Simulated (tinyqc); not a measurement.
Inside a calculation. Model: strained Delta valleys, repopulation and conductivity mass.

Computed by the program tinyqc: `OMP_NUM_THREADS=1 python tinyqc.py 2530080 2530081 out.jsonl`, one thread of a shared Intel Xeon 2.30GHz, about 0.01 s for the whole run. Printed values are rounded.

A cubic crystal with three pairs of conduction valleys along x, y and z under uniaxial stress X along [100] (X > 0 is tension); current along [010]. Non-degenerate electrons, fixed total density, one relaxation time for all valleys and stresses, masses unchanged by strain, so the mobility goes as the mean inverse mass.

Parameters, values chosen for the exercise; values close to those of silicon: temperature T = 273 K; compliance s11 = 7.58 1/TPa; compliance s12 = -2.13 1/TPa; compliance s44 = 12.6 1/TPa; shear deformation potential Xu = 9.26 eV; longitudinal mass ml = 0.918 m0; transverse mass mt = 0.197 m0; uniaxial stress (tension positive) X = 110 MPa.

Constants: q = 1.602176634e-19 C, kB = 1.380649e-23 J/K, Vt = kB T/q. Results are converted to the units shown.

## Strain tensor

Stress s_ij = X a_i a_j with a the unit vector along [100]; strain e_ii = s11 s_ii + s12 (s_jj + s_kk), e_ij = s44 s_ij/2.

strain (%):
```
            x            y            z
x  0.08338000   0.00000000   0.00000000
y  0.00000000  -0.02343000   0.00000000
z  0.00000000   0.00000000  -0.02343000
```

## Valley shifts and shares

Valley shift dE = Xu (n.e.n - trace(e)/3) with n the valley axis; share f proportional to exp(-dE/Vt).

```
valley   dE (meV)    share f
x        6.593737  0.2472057
y       -3.296869  0.3763971
z       -3.296869  0.3763971
```

The splitting is 9.89 meV, 0.42 Vt.

## Conductivity mass and mobility

Inverse mass along the current d = [010]: (n.d)^2/ml + (1 - (n.d)^2)/mt; mu/mu0 = sum f (1/m) over the plain mean of 1/m.

1/m along d, valley x to z (1/m0): [5.076142, 1.089325, 5.076142]
conductivity mass = 0.2796800 m0
unstrained value = 0.2668657 m0
mu/mu0 = 0.9541825

The possible range, all electrons in one kind of valley, is 0.291 to 1.35.
